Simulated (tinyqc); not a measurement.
Collinear exchange A + BC -> AB + C on a London-Eyring-Polanyi-Sato surface: saddle, string of images and rate: one step, computed by the program tinyqc. Command: `OMP_NUM_THREADS=1 python tinyqc.py 3110452 3110453 out.jsonl leps walk`. One thread of a shared host (Intel(R) Xeon(R) Processor @ 2.30GHz), about 0.07 s of CPU time with the checks.

x = r(AB), y = r(BC), r(AC) = x + y. V is counted from separated atoms, the barrier from A + BC, that is V + D(BC).

Task: One point of the surface. For each pair, with u = exp(-beta (r - r0)): Q = D [(3 + S) u^2 - (2 + 6 S) u]/(4 (1 + S)), J = D [(1 + 3 S) u^2 - (6 + 2 S) u]/(4 (1 + S)); V = Q1 + Q2 + Q3 - sqrt(((J1 - J2)^2 + (J2 - J3)^2 + (J3 - J1)^2)/2). Take x = r0(AB) + 0.3 and y = r0(BC) + 0.1 angstrom.

Inputs (values chosen for the exercise, bond data loosely for abstraction of hydrogen from a Ge-H bond by a hydrogen atom; the barrier is not fitted):
```
quantity,value,unit
D(AB),4.72,eV
r0(AB),0.742,angstrom
beta(AB),1.94,1/angstrom
D(BC),3.76,eV
r0(BC),1.53,angstrom
beta(BC),1.45,1/angstrom
D(AC),3.63,eV
r0(AC),1.53,angstrom
beta(AC),1.45,1/angstrom
Sato parameter S,0.032,-
```

Give: the table «Pair terms» with the columns u, Q (eV), J (eV), for pair = AB, BC, AC; V.

Result:

Pair terms:
```
pair,u,Q (eV),J (eV)
AB,0.55878,-0.31804,-3.4831
BC,0.86502,0.33939,-4.0309
AC,0.19092,-0.27082,-0.9829
```

V = -3.0638 eV
